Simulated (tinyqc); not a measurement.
Worked calculation: coupled-perturbed Hartree-Fock on RHF in the sto-3g basis, for H4, spin multiplicity 1. The polarisability along this axis is zero because the basis has no function that the field can mix in; the real value is not. Computed by tinyqc, a small Python program that keeps every step (integrals from PySCF). Settings: charge = 0, multiplicity = 1, basis = sto-3g, method = RHF, energy threshold = 1e-10, iteration cap = 69, orthogonalisation = symmetric, start = core, DIIS depth = 6. Command: `OMP_NUM_THREADS=1 python tinyqc.py 20383 20384 out.jsonl` (the two numbers bound the seeds that draw the settings). One thread of a shared host (Intel(R) Xeon(R) Processor @ 2.60GHz), about 0.2 s of CPU time with the checks. The early iterations of the SCF are left out here.

## One-electron integrals

Geometry (angstrom):
```
atom         x         y         z
H     0.000000  0.000000  0.000000
H     0.000000  0.000000  1.041000
H     0.000000  0.000000  2.610000
H     0.000000  0.000000  3.651000
```

Basis sto-3g: exponents (1/bohr^2) and contraction coefficients of normalised primitives:
```
element  l (shell)  exponent  coefficient
H            s (1)  3.425251     0.154329
H            s (1)  0.623914     0.535328
H            s (1)  0.168855     0.444635
```

Overlap, kinetic and nuclear-attraction integrals over the contracted functions; the nuclear repulsion is the sum of Za Zb / Rab.

nuclear repulsion = 1.90438141 hartree

overlap S, order 1H 1s, 2H 1s, 3H 1s, 4H 1s:
```
[[1.000000, 0.472658, 0.040168, 0.004202],
 [0.472658, 1.000000, 0.232408, 0.040168],
 [0.040168, 0.232408, 1.000000, 0.472658],
 [0.004202, 0.040168, 0.472658, 1.000000]]
```

kinetic energy T (hartree), order 1H 1s, 2H 1s, 3H 1s, 4H 1s:
```
[[0.760032, 0.096800, -0.009919, -0.002357],
 [0.096800, 0.760032, 0.004410, -0.009919],
 [-0.009919, 0.004410, 0.760032, 0.096800],
 [-0.002357, -0.009919, 0.096800, 0.760032]]
```

nuclear attraction V (hartree), order 1H 1s, 2H 1s, 3H 1s, 4H 1s:
```
[[-2.069341, -0.943235, -0.071291, -0.007122],
 [-0.943235, -2.260660, -0.433645, -0.071291],
 [-0.071291, -0.433645, -2.260660, -0.943235],
 [-0.007122, -0.071291, -0.943235, -2.069341]]
```

core Hamiltonian H = T + V (hartree), order 1H 1s, 2H 1s, 3H 1s, 4H 1s:
```
[[-1.309309, -0.846435, -0.081210, -0.009479],
 [-0.846435, -1.500628, -0.429235, -0.081210],
 [-0.081210, -0.429235, -1.500628, -0.846435],
 [-0.009479, -0.081210, -0.846435, -1.309309]]
```

## Two-electron integrals

Functions are numbered as in S; the eight-fold symmetry (ij|kl) = (ji|kl) = (kl|ij) leaves the list below.

Two-electron integrals (ij|kl) in chemists' order, unique and non-zero (hartree):
```
(11|11) 0.774606   (21|11) 0.290773   (21|21) 0.141605   (22|11) 0.464891
(22|21) 0.290773   (22|22) 0.774606   (31|11) 0.016028   (31|21) 0.009001
(31|22) 0.022080   (31|31) 0.000769   (32|11) 0.068783   (32|21) 0.043273
(32|22) 0.122209   (32|31) 0.004541   (32|32) 0.030200   (33|11) 0.202688
(33|21) 0.120703   (33|22) 0.331985   (33|31) 0.016028   (33|32) 0.122209
(33|33) 0.774606   (41|11) 0.001253   (41|21) 0.000749   (41|22) 0.001987
(41|31) 0.000075   (41|32) 0.000483   (41|33) 0.001987   (41|41) 0.000008
(42|11) 0.009427   (42|21) 0.005765   (42|22) 0.016028   (42|31) 0.000654
(42|32) 0.004541   (42|33) 0.022080   (42|41) 0.000075   (42|42) 0.000769
(43|11) 0.080331   (43|21) 0.045989   (43|22) 0.120703   (43|31) 0.005765
(43|32) 0.043273   (43|33) 0.290773   (43|41) 0.000749   (43|42) 0.009001
(43|43) 0.141605   (44|11) 0.144940   (44|21) 0.080331   (44|22) 0.202688
(44|31) 0.009427   (44|32) 0.068783   (44|33) 0.464891   (44|41) 0.001253
(44|42) 0.016028   (44|43) 0.290773   (44|44) 0.774606
```

## Orthogonalisation

S = U s U^T; symmetric (Loewdin) form X = U s^(-1/2) U^T, so that X^T S X = 1.

eigenvalues of S: [0.434406, 0.592939, 1.328984, 1.643672]

X, order 1H 1s, 2H 1s, 3H 1s, 4H 1s:
```
[[1.102554, -0.283644, 0.030502, -0.006903],
 [-0.283644, 1.129111, -0.146106, 0.030502],
 [0.030502, -0.146106, 1.129111, -0.283644],
 [-0.006903, 0.030502, -0.283644, 1.102554]]
```

## Starting guess

The start is the orbitals of the core Hamiltonian; D = 2 C_occ C_occ^T.

D at the start, order 1H 1s, 2H 1s, 3H 1s, 4H 1s:
```
[[0.314242, 0.582910, -0.155786, -0.153731],
 [0.582910, 1.151307, -0.014724, -0.155786],
 [-0.155786, -0.014724, 1.151307, 0.582910],
 [-0.153731, -0.155786, 0.582910, 0.314242]]
```

## Iteration 9 (converged): orbitals

converged F (hartree), order 1H 1s, 2H 1s, 3H 1s, 4H 1s:
```
[[-0.235276, -0.461745, -0.058347, 0.003183],
 [-0.461745, -0.256573, -0.177517, -0.058347],
 [-0.058347, -0.177517, -0.256573, -0.461745],
 [0.003183, -0.058347, -0.461745, -0.235276]]
```

Diagonalise F' = X^T F X, C = X C', fill 2 alpha and 2 beta electrons from the bottom; D = 2 C_occ C_occ^T. Each column has its largest component positive (the first on a tie).

F' = X^T F X (hartree):
```
[[-0.019030, -0.458423, 0.037331, 0.001097],
 [-0.458423, -0.002191, -0.173303, 0.037331],
 [0.037331, -0.173303, -0.002191, -0.458423],
 [0.001097, 0.037331, -0.458423, -0.019030]]
```

orbital energies (hartree): [-0.525112, -0.429399, 0.331684, 0.580385]

coefficients C, order 1H 1s, 2H 1s, 3H 1s, 4H 1s:
```
[[0.357180, 0.463562, 0.710414, -0.670747],
 [0.420446, 0.402763, -0.581733, 0.836789],
 [0.420446, -0.402763, -0.581733, -0.836789],
 [0.357180, -0.463562, 0.710414, 0.670747]]
```

D after iteration 9, order 1H 1s, 2H 1s, 3H 1s, 4H 1s:
```
[[0.684934, 0.673761, -0.073061, -0.174624],
 [0.673761, 0.677986, 0.029114, -0.073061],
 [-0.073061, 0.029114, 0.677986, 0.673761],
 [-0.174624, -0.073061, 0.673761, 0.684934]]
```

## Convergence

Stop when the energy changes by less than 1e-10 hartree and every element of the error matrix X^T (F D S - S D F) X is below 3e-06.

Course of the cycle:
```
iteration  E (hartree)     change  largest element of the error matrix
1          -1.96380589          -                             3.56e-01
2          -2.10326372  -1.39e-01                             2.39e-02
3          -2.10388326  -6.20e-04                             1.92e-03
4          -2.10388857  -5.31e-06                             1.37e-04
5          -2.10388860  -2.54e-08                             3.60e-05
6          -2.10388860  -1.26e-09                             2.08e-05
7          -2.10388860  -3.22e-10                             1.46e-05
8          -2.10388860  -3.11e-10                             1.10e-08
9          -2.10388860   8.88e-16                             9.85e-11
```

PySCF RHF in the same basis = -2.10388860 hartree

Converged in 9 iterations.

## Populations, bond orders and dipole

Mulliken: Z minus the diagonal of D S on the atom; Loewdin: the same with S^(1/2) D S^(1/2); Mayer order: 2 sum_s sum (D(s) S)_ij (D(s) S)_ji over the two atoms.

Charges (e):
```
atom   Mulliken    Loewdin
1H     0.000276  -0.002745
2H    -0.000276   0.002745
3H    -0.000276   0.002745
4H     0.000276  -0.002745
```

Mayer bond orders:
```
pair      order
2-1    0.968715
3-1   -0.000833
3-2    0.032118
4-1    0.032118
4-2   -0.000833
4-3    0.968715
```

dipole moment about the origin, x y z (debye): [0.000000, 0.000000, 0.000000]

## Integrals over molecular orbitals

(pq|rs) = sum C_ip C_jq C_kr C_ls (ij|kl), one index at a time.

one-electron integrals over orbitals h = C^T H C (hartree):
```
[[-1.576035, 0.000000, 0.106108, 0.000000],
 [0.000000, -1.477724, 0.000000, -0.094071],
 [0.106108, 0.000000, -1.103861, 0.000000],
 [0.000000, -0.094071, 0.000000, -0.952002]]
```

Two-electron integrals over orbitals (pq|rs), unique and non-zero (hartree):
```
(11|11) 0.422918    (21|21) 0.198160    (22|11) 0.413083    (22|22) 0.420318
(31|11) -0.041920   (31|22) -0.001061   (31|31) 0.107932    (32|21) 0.062067
(32|32) 0.104512    (33|11) 0.411411    (33|22) 0.412584    (33|31) -0.007522
(33|33) 0.427845    (41|21) 0.018001    (41|32) -0.082314   (41|41) 0.092821
(42|11) 0.049839    (42|22) 0.012393    (42|31) -0.106583   (42|33) 0.009695
(42|42) 0.110963    (43|21) -0.193433   (43|32) -0.064167   (43|41) -0.015899
(43|43) 0.205756    (44|11) 0.438823    (44|22) 0.429262    (44|31) -0.045849
(44|33) 0.440145    (44|42) 0.054109    (44|44) 0.475370
```

## Response to a field: uncoupled start

dipole integrals <a|y|i> (bohr), order a3, a4:
```
[[0.000000, 0.000000],
 [0.000000, 0.000000]]
```

Field along y; U_ai = -mu_ai / (e_a - e_i), alpha = -4 sum U_ai mu_ai.

uncoupled U, order a3, a4:
```
[[0.000000, 0.000000],
 [0.000000, 0.000000]]
```

uncoupled polarisability = 0.000000 bohr^3

## Coupled step 1

U_ai = -(mu_ai + sum_bj [4 (ai|bj) - (ab|ij) - (aj|bi)] U_bj) / (e_a - e_i); alpha = -4 sum U_ai mu_ai.

U after step 1, order a3, a4:
```
[[0.000000, 0.000000],
 [0.000000, 0.000000]]
```

polarisability = 0.000000 bohr^3

## Coupled polarisability

Repeat until U stops changing; compare with -d2E/dF2.

Course of the coupled iterations:
```
step  alpha (bohr^3)
0           0.000000
1           0.000000
```

coupled polarisability = 0.000000 bohr^3

finite-field check, fields of +/-0.001 au = -5.33e-09 bohr^3
